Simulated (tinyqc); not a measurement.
Heavy and light holes: cyclotron masses of warped hole bands.

Parameters, chosen for this exercise (near those of Ge; shifted at random, so the results belong to these values and not to a real crystal):
- g1 = 13.54 (Luttinger gamma1)
- g2 = 4.24 (gamma2)
- g3 = 5.72 (gamma3)
- ths = (0, 15, 30, 45, 60, 75, 90) degrees (angles)

E = c k^2 f(n) with f = g1 -/+ 2 sqrt(g2^2 + 3 (g3^2 - g2^2)(nx^2 ny^2 + ny^2 nz^2 + nz^2 nx^2)). For the orbit through k = 0 perpendicular to b = (sin(theta)/sqrt2, sin(theta)/sqrt2, cos(theta)), mc is the mean of 1/f over the directions n in that plane (180 evenly spaced angles). Quantum effects of the lowest levels are left out.

Cyclotron masses (m0):

| theta (degrees) | heavy | light |
|---|---|---|
| 0 | 0.2698 | 0.0432 |
| 15 | 0.2855 | 0.0427 |
| 30 | 0.3252 | 0.0419 |
| 45 | 0.3572 | 0.0412 |
| 60 | 0.3611 | 0.0412 |
| 75 | 0.3566 | 0.0415 |
| 90 | 0.3549 | 0.0417 |

The heavy mass varies by 34 % over the table, with its largest listed value at 60 degrees ([111] lies at 54.7) and its smallest at 0; the light mass varies by 4.8 %. The warping term enters both with the same size, but it is set against a small inverse mass in one and a large one in the other (along [111], g1 - 2 g3 = 2.10 and g1 + 2 g3 = 24.98).

Program tinyqc; command `OMP_NUM_THREADS=1 python tinyqc.py 1250303 1250304 out.jsonl`; about 0.01 s on one thread of a shared Intel(R) Xeon(R) Processor @ 2.30GHz.
